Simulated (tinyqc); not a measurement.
## Long-channel MOSFET, surface-potential model: effect of the temperature

n-channel transistor on a uniformly doped p-type body, gradual-channel approximation, constant mobility, Boltzmann statistics, full ionisation. Potentials are counted from the neutral body; V is the electron quasi-Fermi potential, Vsb at the source and Vsb + Vds at the drain. Charges are magnitudes per area.

Nc and Nv are given at 300 K and scale as (T/300 K)^1.5; Eg, Vfb and mu are held fixed. ni = sqrt(Nc Nv) exp(-Eg/(2 Vt)), Eg in volts; phiF = Vt ln(Na/ni); Cox = eps0 eox/tox; gamma = sqrt(2 q eps0 eps_r Na)/Cox. The surface potential psi at channel potential V solves Vgs + Vsb - Vfb - psi = gamma sqrt(G), G = psi - Vt + Vt exp((psi - 2 phiF - V)/Vt). Charge sheet: Qi = Cox gamma [sqrt(G) - sqrt(psi - Vt)]; I = mu (W/L) [integral of Qi dpsi from psi_0 to psi_L (drift) + Vt (Qi0 - QiL) (diffusion)], with psi_0 at V = Vsb and psi_L at V = Vsb + Vds. VT = Vfb + 2 phiF + gamma sqrt(2 phiF + Vsb), m = 1 + gamma/(2 sqrt(2 phiF + Vsb)). The swing is 20 mV/log10[I(VT - 0.14 V)/I(VT - 0.16 V)] of the charge-sheet current at the given Vds.

Inputs (values chosen for the exercise); material values those of a made-up semiconductor:
- Eg = 1.12 eV (band gap)
- eps_r = 14 (relative permittivity of the semiconductor)
- Nc = 2.33e19 cm^-3 (conduction-band density of states at the reference temperature)
- Nv = 2.44e19 cm^-3 (valence-band density of states at the reference temperature)
- Na = 5.7e15 cm^-3 (acceptor density of the body)
- eox = 4.02 (relative permittivity of the gate insulator)
- tox = 7 nm (insulator thickness)
- Vfb = -0.81 V (flat-band voltage)
- mu = 110 cm^2/(V s) (channel mobility)
- W = 5 um (gate width)
- L = 2 um (gate length)
- Vsb = 0.3 V (source-body reverse bias)
- Vgs = 0.37 V (gate-source voltage)
- Vds = 0.8 V (drain-source voltage)

Constants: q = 1.602176634e-19 C, kB = 1.380649e-23 J/K, Vt = kB T/q, eps0 = 8.8541878128e-14 F/cm where lengths are in cm. Results are converted to the units shown.

The same in every row: gamma (V^0.5) = 0.09358.

Effect of the temperature:
```
T (K)    VT (V)      m  swing (mV/decade)  I at Vgs, Vds (uA)
220      0.1106  1.044              46.19               1.833
250     0.05940  1.045              52.67               2.689
280    0.007216  1.046              59.21               3.728
310    -0.04590  1.047              65.83               4.959
340    -0.09986  1.049              72.55               6.386
```

As T goes from 220 to 340 K, VT falls from 0.111 to -0.0999 V, the swing rises from 46.2 to 72.5 mV a decade and the current rises from 1.83 to 6.39 uA. The swing is 1.3 % above m Vt ln 10 in the first row and 2.5 % above it in the last. In every row the mobility is held fixed, though a real channel mobility changes with T and would alter the trend of the current.

Numbers from tinyqc (`OMP_NUM_THREADS=1 python tinyqc.py 2360015 2360016 out.jsonl`; about 0.03 s on one thread of a shared Intel Xeon 2.30GHz).
